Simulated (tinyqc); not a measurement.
Thinning the body: Gamma, L and X subbands of a thin body with non-parabolic valleys.

Hard walls, flat band, c = hbar^2/2m0, energies from the bulk Gamma edge. For a valley at angle theta to the normal 1/m_z = cos^2/ml + sin^2/mt and m_d = sqrt(ml mt^2/m_z). Subband n starts at E_v + e with e (1 + a e) = c (n pi/t)^2/m_z, and its density-of-states mass is taken as m_d (1 + 2 a e), without further growth at higher in-plane energy. Groups are named by valley and degeneracy.

n_i = g m/(2 pi c) kB T ln(1 + exp((EF - E_i)/kB T)), sum n_i = Ns (1e12/cm^2 = 1e-4/angstrom^2), c = hbar^2/2m0. Quantum capacitance Cq = 1602.176634 sum g m/(2 pi c) f_i in microfarad/cm^2 with f_i = 1/(1 + exp((E_i - EF)/kB T)); Cox = 34.5313/eot (one gate); C/Cox = Cq/(Cq + Cox), the centroid term left out.

Constants: hbar^2/2m0 = 3.80998211 eV angstrom^2; kB = 8.617333262e-05 eV/K.

Inputs chosen for the exercise (near those of a thin InP channel; not measured data):
- face = 100 (surface)
- mG = 0.0782 m0 (Gamma mass)
- aG = 0.59 1/eV (Gamma non-parabolicity)
- EL = 0.544 eV (L edge above Gamma)
- mL = (1.652, 0.098) m0 (L valleys (four, along <111>): ml, mt)
- EX = 0.935 eV (X edge above Gamma)
- mX = (0.866, 0.278) m0 (X valleys (three, along <100>): ml, mt)
- aS = 0.38 1/eV (non-parabolicity of L and X)
- Ns = 7.2 x 1e12/cm^2 (sheet density)
- T = 300 K (temperature)
- eot = 7 angstrom (equivalent oxide thickness)
- ts = (18, 24, 30, 40, 55, 75, 110) angstrom (thicknesses)

Lowest edge of each valley type, the lowest group, the Gamma share and C/Cox, with n = 1 to 8 of all groups.

Results:

| t (angstrom) | Gamma (eV) | L (eV) | X (eV) | lowest | Gamma share (%) | C/Cox |
|---|---|---|---|---|---|---|
| 18 | 0.951 | 1.196 | 1.063 | G1 | 84.6 | 0.771 |
| 24 | 0.613 | 0.941 | 1.008 | G1 | 99.9 | 0.646 |
| 30 | 0.427 | 0.810 | 0.982 | G1 | 100.0 | 0.614 |
| 40 | 0.260 | 0.699 | 0.962 | G1 | 100.0 | 0.581 |
| 75 | 0.082 | 0.590 | 0.943 | G1 | 100.0 | 0.616 |
| 110 | 0.039 | 0.566 | 0.939 | G1 | 100.0 | 0.687 |

Give the missing row, t (angstrom) = 55.

Computed row:
```
t (angstrom)  Gamma (eV)  L (eV)  X (eV)  lowest  Gamma share (%)  C/Cox
55                 0.146   0.628   0.949      G1            100.0  0.555
```

From 110 down to 18 angstrom Gamma rises by 0.91 eV, L by 0.63 and X by 0.12 eV, the light Gamma mass moving most. G1 stays lowest throughout. The Gamma share goes from 100 % to 85 %. C/Cox is 0.69 and 0.77 at the ends and lies between 0.55 and 0.77. Hard walls overstate the rise in the thinnest rows.

tinyqc: `OMP_NUM_THREADS=1 python tinyqc.py 1250458 1250459 out.jsonl`; about 0.02 s, one thread, shared Intel(R) Xeon(R) Processor @ 2.30GHz.
